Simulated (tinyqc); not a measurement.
Inside a calculation. Method: UHF in the sto-3g basis, for H4+, spin multiplicity 2. One step of it, computed by the program tinyqc.

Question. Iteration 2: DIIS coefficients. Solve [B -1; -1 0][c; lambda] = [0; -1] for the coefficients, which sum to one.

B (overlaps of the stored error matrices):
```
[[9.6259918e-03, 2.5613136e-03],
 [2.5613136e-03, 1.2694340e-03]]
```

Give: DIIS coefficients.

Answer.

DIIS coefficients: [-0.224, 1.224]
